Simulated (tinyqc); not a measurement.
Free and trapped electrons in a MOS channel with a dense trap tail: two steps of the calculation.

p-type body, charge-sheet picture, full ionisation (an idealisation for deep acceptors), Boltzmann statistics for free electrons. e = Ec - EF at the surface. Acceptor-like traps of density D(E) = D0 + De exp(-E/Ew) at depth E below Ec, from 0 to Eu, hold n_t = integral of D(E)/(1 + exp((e - E)/Vt)). psi = Eg - Vt ln(Nv/Na) - e; N_dep = sqrt(2 eps0 eps_r Na (psi - Vt)/q); n_f = sqrt(N_dep^2 + 2 eps0 eps_r Vt Nc exp(-e/Vt)/q) - N_dep; Vg = Vfb + psi + q (N_dep + n_t + n_f)/Cox, Cox = eps0 eox/tox.

Values chosen for this exercise; band and dielectric values close to those of gallium nitride:

| symbol | value | unit | meaning |
|---|---|---|---|
| T | 475 | K | temperature |
| Eg | 3.44 | eV | band gap |
| eps_r | 9.41 |  | relative permittivity |
| Nc | 4.56e18 | cm^-3 | conduction-band density of states at T |
| Nv | 9.14e19 | cm^-3 | valence-band density of states at T |
| eox | 3.9 |  | relative permittivity of the insulator |
| tox | 45 | nm | insulator thickness |
| Na | 2e17 | cm^-3 | acceptor density |
| Vfb | -2.13 | V | flat-band voltage without trapped charge |
| D0 | 2.1e10 | cm^-2 eV^-1 | constant background density of acceptor-like traps |
| De | 1.4e13 | cm^-2 eV^-1 | density of the tail at the conduction edge |
| Ew | 0.1 | eV | decay energy of the tail |
| Eu | 0.93 | eV | depth below Ec down to which the traps reach |
| mf | 92 | cm^2/(V s) | mobility of free electrons |
| e | 0.099 | eV | Ec - EF at the surface |

Constants: q = 1.602176634e-19 C, kB = 1.380649e-23 J/K, Vt = kB T/q, eps0 = 8.8541878128e-14 F/cm where lengths are in cm. Results are converted to the units shown.

Question 1. Trapped charge. Trapezoid rule on 14 equal steps from 0 to Eu, f = 1/(1 + exp((e - E)/Vt)).

Wanted: E; D(E) f; n_t.

Answer 1.

```
point   E (eV)  D(E) f (cm^-2 eV^-1)
0            0              1.146e12
1      0.06643              2.247e12
2       0.1329              2.594e12
3       0.1993              1.776e12
4       0.2657              9.863e11
5       0.3321              5.247e11
6       0.3986              2.809e11
7       0.4650              1.548e11
8       0.5314              8.989e10
9       0.5979              5.645e10
10      0.6643              3.925e10
11      0.7307              3.039e10
12      0.7971              2.583e10
13      0.8636              2.349e10
14      0.9300              2.228e10
```

n_t = 6.253e11 cm^-2

Question 2. Charges and gate voltage. psi, N_dep, n_f and Vg as defined, with the n_t given; free share n_f/(n_f + n_t); apparent mobility mf n_f/(n_f + n_t); gate voltage spent on traps q n_t/Cox.

n_t = 6.2533428e11 cm^-2

Give: psi; N_dep; n_f; Vg; free share; apparent mobility; gate voltage spent on traps.

Answer 2.

psi = 3.090 V
N_dep = 2.519e12 cm^-2
n_f = 3.409e10 cm^-2
Vg = 7.596 V
free share = 5.169 %
apparent mobility = 4.756 cm^2/(V s)
gate voltage spent on traps = 1.306 V

tinyqc, about 0.02 s, one thread, Intel Xeon 2.30GHz (shared host): `OMP_NUM_THREADS=1 python tinyqc.py 2222129 2222130 out.jsonl`
